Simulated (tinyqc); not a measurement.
# p-n diode with diffusion and depletion-layer recombination: two studies

Abrupt junction in the depletion approximation, low injection, full ionisation, neutral widths fixed, ohmic contact on the p side. Vj is the junction voltage; where a series resistance Rs is given, V = Vj + J Rs is the terminal voltage.

Values chosen for this exercise; band and dielectric values close to those of silicon:
```
symbol    value        unit                                               meaning
T           350           K                                           temperature
Eg         1.13          eV                                              band gap
eps_r      11.6                                             relative permittivity
Nc      3.58e19       cm^-3                conduction-band density of states at T
Nv      3.29e19       cm^-3                   valence-band density of states at T
Na       1.5e18       cm^-3                                      acceptor density
Nd       8.3e15       cm^-3                                         donor density
mun         270  cm^2/(V s)                       electron mobility in the p side
mup         440  cm^2/(V s)                           hole mobility in the n side
tn         1e-7           s                                     electron lifetime
tp         2e-6           s                                         hole lifetime
wp          9.3          um                           neutral width of the p side
wn           26          um                           neutral width of the n side
Sp          1e7        cm/s               recombination velocity at the n contact
Rs      0.00095    ohm cm^2                                     series resistance
Et        -0.13          eV                  trap level above the intrinsic level
Vj         0.32           V  junction voltage at which recombination is evaluated
```

Constants: q = 1.602176634e-19 C, kB = 1.380649e-23 J/K, Vt = kB T/q, eps0 = 8.8541878128e-14 F/cm where lengths are in cm. Results are converted to the units shown.

Each table varies one quantity; the others keep the values above.

## Currents and ideality against junction voltage

ni = sqrt(Nc Nv) exp(-Eg/(2 Vt)), Eg in volts; D = mu Vt; Ln = sqrt(Dn tn), Lp = sqrt(Dp tp); J0n = q ni^2 Dn coth(wp/Ln)/(Ln Na); J0p = (q ni^2 Dp/(Lp Nd)) (s + tanh(wn/Lp))/(1 + s tanh(wn/Lp)), s = Sp Lp/Dp. J_diff = (J0n + J0p)(exp(Vj/Vt) - 1). Vbi = Vt ln(Na Nd/ni^2), W = sqrt(2 eps0 eps_r (Vbi - Vj)(1/Na + 1/Nd)/q), xp = W Nd/(Na + Nd), xn = W Na/(Na + Nd); u(x) = q Na (x + xp)^2/(2 eps0 eps_r) for x < 0 and Vbi - Vj - q Nd (xn - x)^2/(2 eps0 eps_r) for x > 0; p = Na exp(-u/Vt), n = Nd exp((u - Vbi + Vj)/Vt); U = ni^2 (exp(Vj/Vt) - 1)/(tp (n + ni exp(Et/Vt)) + tn (p + ni exp(-Et/Vt))); J_scr = q times the integral of U from -xp to xn. J = J_diff + J_scr. Ideality = (1/Vt) dVj/d ln J or (1/Vt) dV/d ln J; last column ni^2 exp(Vj/Vt)/N^2.

Result of one run:

| Vj (V) | J_diff (A/cm^2) | J_scr (A/cm^2) | J (A/cm^2) | V (V) | ideality against Vj | ideality against V | minority/doping, lighter side |
|---|---|---|---|---|---|---|---|
| 0.44 | 0.01475 | 3.477e-4 | 0.01510 | 0.4400 | 1.010 | 1.011 | 0.001983 |

What becomes of these results when the junction voltage at which recombination is evaluated Vj is changed from 0.44 to 0.39 V, all else the same?

Result of the changed run:

| Vj (V) | J_diff (A/cm^2) | J_scr (A/cm^2) | J (A/cm^2) | V (V) | ideality against Vj | ideality against V | minority/doping, lighter side |
|---|---|---|---|---|---|---|---|
| 0.39 | 0.002810 | 1.372e-4 | 0.002948 | 0.3900 | 1.021 | 1.021 | 3.779e-4 |

The whole series:

| Vj (V) | J_diff (A/cm^2) | J_scr (A/cm^2) | J (A/cm^2) | V (V) | ideality against Vj | ideality against V | minority/doping, lighter side |
|---|---|---|---|---|---|---|---|
| 0.2 | 5.156e-6 | 3.882e-6 | 9.038e-6 | 0.2000 | 1.202 | 1.202 | 6.942e-7 |
| 0.24 | 1.944e-5 | 8.501e-6 | 2.794e-5 | 0.2400 | 1.147 | 1.147 | 2.615e-6 |
| 0.29 | 1.020e-4 | 2.176e-5 | 1.238e-4 | 0.2900 | 1.084 | 1.084 | 1.372e-5 |
| 0.34 | 5.356e-4 | 5.467e-5 | 5.902e-4 | 0.3400 | 1.043 | 1.043 | 7.202e-5 |
| 0.39 | 0.002810 | 1.372e-4 | 0.002948 | 0.3900 | 1.021 | 1.021 | 3.779e-4 |
| 0.44 | 0.01475 | 3.477e-4 | 0.01510 | 0.4400 | 1.010 | 1.011 | 0.001983 |
| 0.48 | 0.05555 | 7.400e-4 | 0.05629 | 0.4801 | 1.006 | 1.007 | 0.007470 |
| 0.53 | 0.2915 | 0.001937 | 0.2935 | 0.5303 | 1.003 | 1.012 | 0.03920 |
| 0.58 | 1.530 | 0.005155 | 1.535 | 0.5815 | 1.001 | 1.050 | 0.2057 |

The ideality against Vj falls from 1.20 to 1.00. Diffusion is the larger current in every row. J_scr alone has an ideality of 1.69 between the first two rows and 1.69 between the last two. Rows from Vj = 0.58 V on lie beyond low injection.

## Effect of the recombination velocity at the n contact

Same model as above.

J = J_diff + J_scr.

The same in every row: J0n (A/cm^2) = 7.852e-11; J_scr (A/cm^2) = 3.785e-5; wn/Lp = 0.5047.

Result of one run:

| Sp (cm/s) | J0p (A/cm^2) | J_diff (A/cm^2) | J_scr/J (%) |
|---|---|---|---|
| 10 | 1.470e-9 | 6.277e-5 | 37.62 |

What becomes of these results when the recombination velocity at the n contact Sp is changed from 10 to 1e6 cm/s, all else the same?

Result of the changed run:

| Sp (cm/s) | J0p (A/cm^2) | J_diff (A/cm^2) | J_scr/J (%) |
|---|---|---|---|
| 1e6 | 6.703e-9 | 2.749e-4 | 12.10 |

The whole series:

| Sp (cm/s) | J0p (A/cm^2) | J_diff (A/cm^2) | J_scr/J (%) |
|---|---|---|---|
| 1 | 1.462e-9 | 6.242e-5 | 37.75 |
| 10 | 1.470e-9 | 6.277e-5 | 37.62 |
| 100 | 1.554e-9 | 6.618e-5 | 36.39 |
| 1000 | 2.268e-9 | 9.510e-5 | 28.47 |
| 10000 | 4.855e-9 | 2.000e-4 | 15.92 |
| 1e5 | 6.456e-9 | 2.649e-4 | 12.50 |
| 1e6 | 6.703e-9 | 2.749e-4 | 12.10 |
| 1e7 | 6.730e-9 | 2.759e-4 | 12.06 |

As Sp goes from 1 to 1e7, J0p rises from 1.46e-9 to 6.73e-9 A/cm^2, J_scr stays at 3.79e-5 A/cm^2 and its share falls from 37.7 to 12.1 %. J0p crosses its long-base value at Sp = Dp/Lp = 2580 cm/s; with wn/Lp = 0.50 the contact changes it by a factor of 4.60 over the table.

Program tinyqc, `OMP_NUM_THREADS=1 python tinyqc.py 2260008 2260009 out.jsonl`; Intel Xeon 2.30GHz, shared host, one thread, about 0.01 s.
